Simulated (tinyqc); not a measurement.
Changing the dopant density N_d: defect equilibria of an oxide against oxygen pressure (mass action). Computed by tinyqc, a small Python program. Command: `OMP_NUM_THREADS=1 python tinyqc.py 3008866 3008867 out.jsonl brouwer sweep`. One thread of a shared host (Intel(R) Xeon(R) Processor @ 2.30GHz), about 0.01 s of CPU time with the checks.

Defects: oxygen vacancies V (charge +2), electrons n, holes p, the ionic partner X = V_M'' (charge -2), and the dopant. Activities are taken equal to concentrations.

Inputs (values chosen for the exercise, for a model oxide):
```
quantity                           value             unit
reduction enthalpy H_r               3.7               eV
prefactor K_r0                   5.3e+68  cm^-9 atm^(1/2)
gap E_g                             3.14               eV
prefactor N_c N_v                1.1e+42            cm^-6
disorder enthalpy H_s               3.39               eV
prefactor K_s0                     1e+46            cm^-6
temperature T                       1100                K
oxygen pressure P                  1e-09              atm
electron mobility mu_n             0.056       cm^2/(V s)
hole mobility mu_p                 0.043       cm^2/(V s)
vacancy diffusion prefactor D_0   0.0096           cm^2/s
vacancy migration energy E_m        0.55               eV
```

Ionic disorder: Schottky, oxide MO. Dopant (singly charged, fully ionised): acceptor.

Constants: k_B = 8.617333262e-05 eV/K; e = 1.602176634e-19 C.

Method:
- K_r = K_r0 exp(-H_r/k_B T) = [V] n^2 P^(1/2); K_i = N_c N_v exp(-E_g/k_B T) = n p; K_s = K_s0 exp(-H_s/k_B T) = [X] [V].
- Neutrality: 2 [V] + p = n + 2 [X] + N_d. With n as the unknown, [V] = K_r/(n^2 P^(1/2)), p = K_i/n, [X] = K_s/[V]; the log ratio is ln(positive/negative).
- The root is found by 60 bisections in ln n between n = 1e-10 and 1e25 cm^-3.
- sigma_n = e n mu_n, sigma_p = e p mu_p, sigma_ion = 2 e [V] mu_V with mu_V = 2 e D/(k_B T) and D = D_0 exp(-E_m/k_B T); only the oxygen vacancies carry ionic current, and the ionic transport number is sigma_ion over the total.

One run for each value:
```
dopant density N_d (cm^-3)  n (cm^-3)  [V] (cm^-3)  p (cm^-3)  [X] (cm^-3)  ionic transport number
1.00e+15                    7.207e+18    3.604e+18  6.271e+08    8.157e+11                  0.0108
6.00e+15                    7.205e+18    3.606e+18  6.273e+08    8.153e+11                  0.0108
3.00e+16                    7.197e+18    3.614e+18  6.280e+08    8.135e+11                  0.0109
2.00e+17                    7.141e+18    3.671e+18  6.329e+08    8.009e+11                  0.0111
1.00e+18                    6.889e+18    3.944e+18  6.561e+08    7.453e+11                  0.0124
6.00e+18                    5.665e+18    5.833e+18  7.978e+08    5.040e+11                  0.0220
3.00e+19                    3.351e+18    1.668e+19  1.349e+09    1.763e+11                  0.0981
2.00e+20                    1.364e+18    1.007e+20  3.315e+09    2.920e+10                  0.6174
1.00e+21                    6.117e+17    5.003e+20  7.389e+09    5.876e+09                  0.9470
```

Describe and explain the trends.

Over the rows, n (cm^-3) falls from 7.21e18 to 6.12e17 (exponent d ln y / d ln x -1.3e-4 between the first rows and -0.50 between the last); [V] (cm^-3) rises from 3.60e18 to 5.00e20 (exponent d ln y / d ln x 2.6e-4 between the first rows and 1.00 between the last); p (cm^-3) rises from 6.27e8 to 7.39e9 (exponent d ln y / d ln x 1.3e-4 between the first rows and 0.50 between the last). At the high end the exponent of [V] is 1.00, close to 1: acceptors are compensated by oxygen vacancies. The largest terms of the neutrality condition are 2 [V] = n from row 1; 2 [V] = N_d from row 6.

Caution (rows 1.00e21): one of n, p, [V] and [X] is above 2e20 cm^-3, near 1 % of the sites of a usual oxide, where defects associate and the ideal mass-action laws fail.

Extremes, crossings and ranges named in words are read from the listed rows.
